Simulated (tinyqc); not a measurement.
From results back to parameters: averaged masses of warped heavy- and light-hole bands. Two cases, with inputs chosen for the exercise.

Problem. For B along [111] the central orbits have s = 1/4 all round, so the cyclotron masses are 1/(g1 -/+ sqrt(g2^2 + 3 g3^2)). They are given with the heavy-hole mass along [100], 1/(g1 - 2 g2); g2 and g3 are positive.

Case 1.

heavy and light cyclotron mass for B along [111]; heavy mass along [100] (m0): 0.5728635  0.1467484  0.2777778

Case 2.

heavy and light cyclotron mass for B along [111]; heavy mass along [100] (m0): 0.5196050  0.0262636  0.3333333

Find: g1; sqrt(g2^2 + 3 g3^2); g2; g3.

Solution. The mean of the two inverse cyclotron masses is g1 and half their difference is the root; g2 = (g1 - 1/m[100])/2, and g3 follows.

Case 1.

g1 = 4.28
sqrt(g2^2 + 3 g3^2) = 2.534
g2 = 0.34
g3 = 1.45

Case 2.

g1 = 20.00
sqrt(g2^2 + 3 g3^2) = 18.075
g2 = 8.50
g3 = 9.21

Computed by tinyqc, one run a case: `OMP_NUM_THREADS=1 python tinyqc.py N N+1 out.jsonl` with N = 1050771, 1050789; one thread of a shared Intel(R) Xeon(R) Processor @ 2.30GHz, about 0.02 s a run at most.
